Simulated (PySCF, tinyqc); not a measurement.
Inside a calculation. Method: MP2 on RHF in the sto-6g basis, for H4, spin multiplicity 1. The lowest restricted solution is unstable here: a spin-polarised one lies 0.0618 hartree lower (PySCF). Computed by tinyqc, a small Python program that keeps every step (integrals from PySCF). Settings: charge = 0, multiplicity = 1, basis = sto-6g, method = RHF, energy threshold = 1e-10, iteration cap = 51, orthogonalisation = canonical, start = atomic densities, DIIS depth = 6. Command: `OMP_NUM_THREADS=1 python tinyqc.py 30801 30802 out.jsonl` (the two numbers bound the seeds that draw the settings). One thread of a shared host (Intel(R) Xeon(R) Processor @ 2.60GHz), about 0.2 s of CPU time with the checks. Later iterations appear only in the table of the cycle.

## One-electron integrals

Geometry (angstrom):
```
atom        x        y        z
H     0.00000  0.00000  0.00000
H     0.00000  0.00000  0.91400
H     0.00000  0.98900  0.00000
H     0.00000  0.98900  0.91400
```

Basis sto-6g: exponents (1/bohr^2) and contraction coefficients of normalised primitives:
```
element  l (shell)  exponent  coefficient
H            s (1)  35.52322      0.00916
H            s (1)   6.51314      0.04936
H            s (1)   1.82214      0.16854
H            s (1)   0.62596      0.37056
H            s (1)   0.24308      0.41649
H            s (1)   0.10011      0.13033
```

Overlap, kinetic and nuclear-attraction integrals over the contracted functions; the nuclear repulsion is the sum of Za Zb / Rab.

nuclear repulsion = 3.0139683 hartree

overlap S, order 1H 1s, 2H 1s, 3H 1s, 4H 1s:
```
[[1.00000, 0.54858, 0.50322, 0.31852],
 [0.54858, 1.00000, 0.31852, 0.50322],
 [0.50322, 0.31852, 1.00000, 0.54858],
 [0.31852, 0.50322, 0.54858, 1.00000]]
```

kinetic energy T (hartree), order 1H 1s, 2H 1s, 3H 1s, 4H 1s:
```
[[0.76852, 0.14567, 0.11572, 0.02736],
 [0.14567, 0.76852, 0.02736, 0.11572],
 [0.11572, 0.02736, 0.76852, 0.14567],
 [0.02736, 0.11572, 0.14567, 0.76852]]
```

nuclear attraction V (hartree), order 1H 1s, 2H 1s, 3H 1s, 4H 1s:
```
[[-2.70126, -1.42748, -1.29920, -0.83337],
 [-1.42748, -2.70126, -0.83337, -1.29920],
 [-1.29920, -0.83337, -2.70126, -1.42748],
 [-0.83337, -1.29920, -1.42748, -2.70126]]
```

core Hamiltonian H = T + V (hartree), order 1H 1s, 2H 1s, 3H 1s, 4H 1s:
```
[[-1.93274, -1.28182, -1.18348, -0.80601],
 [-1.28182, -1.93274, -0.80601, -1.18348],
 [-1.18348, -0.80601, -1.93274, -1.28182],
 [-0.80601, -1.18348, -1.28182, -1.93274]]
```

## Two-electron integrals

Functions are numbered as in S; the eight-fold symmetry (ij|kl) = (ji|kl) = (kl|ij) leaves the list below.

Two-electron integrals (ij|kl) in chemists' order, unique and non-zero (hartree):
```
(11|11) 0.77500   (21|11) 0.35083   (21|21) 0.19681   (22|11) 0.50691
(22|21) 0.35083   (22|22) 0.77500   (31|11) 0.31456   (31|21) 0.15024
(31|22) 0.22797   (31|31) 0.16252   (32|11) 0.17196   (32|21) 0.09849
(32|22) 0.17856   (32|31) 0.09073   (32|32) 0.05964   (33|11) 0.48163
(33|21) 0.24133   (33|22) 0.38008   (33|31) 0.31456   (33|32) 0.17856
(33|33) 0.77500   (41|11) 0.17856   (41|21) 0.09849   (41|22) 0.17196
(41|31) 0.09073   (41|32) 0.05910   (41|33) 0.17196   (41|41) 0.05964
(42|11) 0.22797   (42|21) 0.15024   (42|22) 0.31456   (42|31) 0.11871
(42|32) 0.09073   (42|33) 0.22797   (42|41) 0.09073   (42|42) 0.16252
(43|11) 0.24133   (43|21) 0.13636   (43|22) 0.24133   (43|31) 0.15024
(43|32) 0.09849   (43|33) 0.35083   (43|41) 0.09849   (43|42) 0.15024
(43|43) 0.19681   (44|11) 0.38008   (44|21) 0.24133   (44|22) 0.48163
(44|31) 0.22797   (44|32) 0.17196   (44|33) 0.50691   (44|41) 0.17856
(44|42) 0.31456   (44|43) 0.35083   (44|44) 0.77500
```

## Orthogonalisation

S = U s U^T; canonical form X = U s^(-1/2), so that X^T S X = 1. Each column of U has its largest component positive (the first on a tie).

eigenvalues of S: [0.26672, 0.63611, 0.72684, 2.37033]

X, order 1H 1s, 2H 1s, 3H 1s, 4H 1s:
```
[[0.96815, 0.62691, 0.58648, 0.32476],
 [-0.96815, -0.62691, 0.58648, 0.32476],
 [-0.96815, 0.62691, -0.58648, 0.32476],
 [0.96815, -0.62691, -0.58648, 0.32476]]
```

## Starting guess

The start is atomic minimal-basis densities projected into this basis (PySCF's MINAO start) and scaled to the electron count of each spin; this density is not idempotent, so its energy is not variational and may lie below the converged one.

D at the start, order 1H 1s, 2H 1s, 3H 1s, 4H 1s:
```
[[0.90925, 0.07937, 0.07730, 0.02609],
 [0.07937, 0.90925, 0.02609, 0.07730],
 [0.07730, 0.02609, 0.90925, 0.07937],
 [0.02609, 0.07730, 0.07937, 0.90925]]
```

## Iteration 1: building the Fock matrix

J_ij = sum D_kl (ij|kl), K_ij = sum D_kl (ik|jl); F = H + J - 0.5 K; E = tr D H + tr D J / 2 - 0.25 tr D K + E_nn.

Coulomb J (hartree), order 1H 1s, 2H 1s, 3H 1s, 4H 1s:
```
[[2.14524, 1.18647, 1.08723, 0.70293],
 [1.18647, 2.14524, 0.70293, 1.08723],
 [1.08723, 0.70293, 2.14524, 1.18647],
 [0.70293, 1.08723, 1.18647, 2.14524]]
```

exchange K (hartree), order 1H 1s, 2H 1s, 3H 1s, 4H 1s:
```
[[1.23673, 0.93979, 0.88450, 0.71920],
 [0.93979, 1.23673, 0.71920, 0.88450],
 [0.88450, 0.71920, 1.23673, 0.93979],
 [0.71920, 0.88450, 0.93979, 1.23673]]
```

Fock matrix F (hartree), order 1H 1s, 2H 1s, 3H 1s, 4H 1s:
```
[[-0.40586, -0.56525, -0.53850, -0.46267],
 [-0.56525, -0.40586, -0.46267, -0.53850],
 [-0.53850, -0.46267, -0.40586, -0.56525],
 [-0.46267, -0.53850, -0.56525, -0.40586]]
```

total energy of this density = -1.8644036 hartree

This density is the starting one; it is not idempotent, so its energy is not variational and may lie below the converged one.

## Iteration 1: diagonalisation and new density

Diagonalise F' = X^T F X, C = X C', fill 2 alpha and 2 beta electrons from the bottom; D = 2 C_occ C_occ^T. Each column has its largest component positive (the first on a tie).

F' = X^T F X (hartree):
```
[[0.88189, 0.00000, 0.00000, 0.00000],
 [0.00000, 0.13135, 0.00000, 0.00000],
 [0.00000, 0.00000, 0.04136, 0.00000],
 [0.00000, 0.00000, 0.00000, -0.83207]]
```

orbital energies (hartree): [-0.83207, 0.04136, 0.13135, 0.88189]

coefficients C, order 1H 1s, 2H 1s, 3H 1s, 4H 1s:
```
[[0.32476, 0.58648, 0.62691, 0.96815],
 [0.32476, 0.58648, -0.62691, -0.96815],
 [0.32476, -0.58648, 0.62691, -0.96815],
 [0.32476, -0.58648, -0.62691, 0.96815]]
```

D after iteration 1, order 1H 1s, 2H 1s, 3H 1s, 4H 1s:
```
[[0.89885, 0.89885, -0.47697, -0.47697],
 [0.89885, 0.89885, -0.47697, -0.47697],
 [-0.47697, -0.47697, 0.89885, 0.89885],
 [-0.47697, -0.47697, 0.89885, 0.89885]]
```

## Iteration 3 (converged): orbitals

converged F (hartree), order 1H 1s, 2H 1s, 3H 1s, 4H 1s:
```
[[-0.37300, -0.57658, -0.41165, -0.37304],
 [-0.57658, -0.37300, -0.37304, -0.41165],
 [-0.41165, -0.37304, -0.37300, -0.57658],
 [-0.37304, -0.41165, -0.57658, -0.37300]]
```

As before.

F' = X^T F X (hartree):
```
[[0.90805, 0.00000, 0.00000, 0.00000],
 [0.00000, 0.25935, 0.00000, 0.00000],
 [0.00000, 0.00000, -0.22686, 0.00000],
 [0.00000, 0.00000, 0.00000, -0.73166]]
```

orbital energies (hartree): [-0.73166, -0.22686, 0.25935, 0.90805]

coefficients C, order 1H 1s, 2H 1s, 3H 1s, 4H 1s:
```
[[0.32476, 0.58648, 0.62691, 0.96815],
 [0.32476, 0.58648, -0.62691, -0.96815],
 [0.32476, -0.58648, 0.62691, -0.96815],
 [0.32476, -0.58648, -0.62691, 0.96815]]
```

D after iteration 3, order 1H 1s, 2H 1s, 3H 1s, 4H 1s:
```
[[0.89885, 0.89885, -0.47697, -0.47697],
 [0.89885, 0.89885, -0.47697, -0.47697],
 [-0.47697, -0.47697, 0.89885, 0.89885],
 [-0.47697, -0.47697, 0.89885, 0.89885]]
```

## Convergence

Stop when the energy changes by less than 1e-10 hartree and every element of the error matrix X^T (F D S - S D F) X is below 3e-06.

Course of the cycle:
```
iteration  E (hartree)    change  largest element of the error matrix
1           -1.8644036         -                             4.90e-16
2           -1.8255166  3.89e-02                             1.33e-15
3           -1.8255166  8.88e-16                             8.19e-16
```

PySCF RHF in the same basis = -1.8255166 hartree

Converged in 3 iterations.

## Populations, bond orders and dipole

Mulliken: Z minus the diagonal of D S on the atom; Loewdin: the same with S^(1/2) D S^(1/2); Mayer order: 2 sum_s sum (D(s) S)_ij (D(s) S)_ji over the two atoms.

Charges (e):
```
atom  Mulliken  Loewdin
1H           0        0
2H           0        0
3H           0        0
4H           0        0
```

Mayer bond orders:
```
pair    order
2-1   1.00000
3-1         0
3-2         0
4-1         0
4-2         0
4-3   1.00000
```

dipole moment about the origin, x y z (debye): [0.00000, 0.00000, 0.00000]

## Integrals over molecular orbitals

(pq|rs) = sum C_ip C_jq C_kr C_ls (ij|kl), one index at a time.

one-electron integrals over orbitals h = C^T H C (hartree):
```
[[-2.19550, 0.00000, 0.00000, 0.00000],
 [0.00000, -1.68548, 0.00000, 0.00000],
 [0.00000, 0.00000, -1.61669, 0.00000],
 [0.00000, 0.00000, 0.00000, -1.02525]]
```

Two-electron integrals over orbitals (pq|rs), unique and non-zero (hartree):
```
(11|11) 0.54581   (21|21) 0.14208   (22|11) 0.53006   (22|22) 0.54059
(31|31) 0.13324   (32|32) 0.07637   (33|11) 0.52799   (33|22) 0.51484
(33|33) 0.53718   (41|32) 0.07651   (41|41) 0.07671   (42|31) 0.13040
(42|42) 0.14305   (43|21) 0.13840   (43|43) 0.15190   (44|11) 0.53481
(44|22) 0.54172   (44|33) 0.54107   (44|44) 0.56701
```

## Second-order Moller-Plesset energy

Hartree-Fock energy = -1.8255166 hartree

E2 = sum_ijab (ia|jb) [2 (ia|jb) - (ib|ja)] / (e_i + e_j - e_a - e_b) over occupied i, j and virtual a, b; the opposite-spin part is (ia|jb)^2 / denominator, the rest is same-spin, and SCS-MP2 scales them by 6/5 and 1/3.

Terms:
```
i  j  a  b  (ia|jb)  (ib|ja)  denominator      term
2  1  4  3  0.13040  0.07651     -2.12591  -0.01130
1  2  3  4  0.13040  0.07651     -2.12591  -0.01130
2  2  4  4  0.14305  0.14305     -2.26982  -0.00901
1  1  3  3  0.13324  0.13324     -1.98200  -0.00896
2  2  3  3  0.07637  0.07637     -0.97240  -0.00600
1  1  4  4  0.07671  0.07671     -3.27942  -0.00179
1  2  4  3  0.07651  0.13040     -2.12591  -0.00081
2  1  3  4  0.07651  0.13040     -2.12591  -0.00081
```

Pair energies (hartree; pair i-j sums ij and ji):
```
pair  opposite spin  same spin
1-1        -0.01075    0.00000
2-1        -0.02150   -0.00273
2-2        -0.01501    0.00000
```

MP2 correlation energy = -0.0500020 hartree

SCS-MP2 correlation energy = -0.0576344 hartree

MP2 total energy = -1.8755186 hartree
